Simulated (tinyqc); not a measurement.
Schottky barrier on an n-type semiconductor with a doping step, non-linear Poisson equation by Newton steps: two steps of the calculation.

One dimension, metal at x = 0, donor density C(x) = N1 for x < x1 and Nd beyond. Energies are counted from the electron Fermi level of the semiconductor and the conduction-band edge is Ec = -psi, so n = Nc exp(psi/Vt); holes follow the Fermi level of the metal, at -V, so p = Nv exp((V - psi - Eg)/Vt). Ends: psi(0) = V - phiB and psi = Vt ln(Nd/Nc) deep inside. Boltzmann statistics, full ionisation, no current, no image force in the Poisson equation.

Parameters, values chosen for the exercise; band and dielectric values close to those of gallium nitride:
```
symbol    value   unit                                      meaning
T           400      K                                  temperature
Eg         3.42     eV                                     band gap
eps_r      9.41                               relative permittivity
Nc      3.51e18  cm^-3       conduction-band density of states at T
Nv      7.01e19  cm^-3          valence-band density of states at T
Nd       2.3e16  cm^-3      donor density deep in the semiconductor
phiB       1.07     eV                               barrier height
V          0.12      V  bias of the metal against the semiconductor
```

Constants: q = 1.602176634e-19 C, kB = 1.380649e-23 J/K, Vt = kB T/q, eps0 = 8.8541878128e-14 F/cm where lengths are in cm. Results are converted to the units shown.

Problem 1. End potentials, built-in voltage, Debye length. psi_0 = V - phiB, psi_b = Vt ln(Nd/Nc), Vbi = phiB - Vt ln(Nc/Nd), LD = sqrt(eps0 eps_r Vt/(q Nd)), W = sqrt(2 eps0 eps_r (Vbi - V)/(q Nd)), hole density at the metal p_0 = Nv exp((phiB - Eg)/Vt).

Find: psi_0; psi_b; Vbi; LD; W for uniform Nd; p_0.

Solution 1.

psi_0 = -0.9500 V
psi_b = -0.1733 V
Vbi = 0.8967 V
LD = 27.92 nm
W for uniform Nd = 187.4 nm
p_0 = 1.726e-10 cm^-3

The hole density at the metal is 7.5e-27 times Nd, so holes hardly matter.

Problem 2. Converged densities, field and barrier lowering. n and p as above; E_i = -(psi_(i+1) - psi_i)/h_i; at the metal |E_0| = |E on interval 0| + q rho_0 (h_0/2)/(eps0 eps_r), rho_0 = p_0 - n_0 + C_0; image-force lowering dphi = sqrt(q |E_0|/(4 pi eps0 eps_r)).

```
node,x (nm),converged psi (V),donor density C (cm^-3)
0,0,-0.95000000,1.2e15
1,15,-0.85187883,1.2e15
2,32,-0.74130249,1.2e15
3,51.3,-0.61657416,2.3e16
4,73.3,-0.49448962,2.3e16
5,98.1,-0.38253130,2.3e16
6,126,-0.28901810,2.3e16
7,158,-0.22267425,2.3e16
8,195,-0.18894038,2.3e16
9,236,-0.17734572,2.3e16
10,283,-0.17416563,2.3e16
11,336,-0.17346118,2.3e16
12,396,-0.17333040,2.3e16
13,465,-0.17331030,2.3e16
14,542,-0.17330757,2.3e16
```

Find: n; p; field E; |E_0| at the metal; image-force lowering.

Solution 2.

```
node,n (cm^-3),p (cm^-3)
0,3.7656e6,1.7259e-10
1,6.4879e7,1.0017e-11
2,1.6044e9,4.0509e-13
3,5.9816e10,1.0865e-14
4,2.0654e12,3.1466e-16
5,5.3165e13,1.2224e-17
6,8.0138e14,8.1099e-19
7,5.4921e15,1.1834e-19
8,1.4614e16,4.4473e-20
9,2.0457e16,3.1769e-20
10,2.2435e16,2.8969e-20
11,2.2898e16,2.8383e-20
12,2.2985e16,2.8276e-20
13,2.2998e16,2.8259e-20
14,2.3000e16,2.8257e-20
```

```
interval,field E (kV/cm)
0,-65.414
1,-65.045
2,-64.626
3,-55.493
4,-45.144
5,-33.517
6,-20.732
7,-9.117
8,-2.828
9,-0.677
10,-0.133
11,-0.022
12,-0.003
13,0.000
```

|E_0| at the metal = 65.587 kV/cm
image-force lowering = 31.680 mV

tinyqc, about 0.04 s, one thread, Intel Xeon 2.30GHz (shared host): `OMP_NUM_THREADS=1 python tinyqc.py 2020064 2020065 out.jsonl`
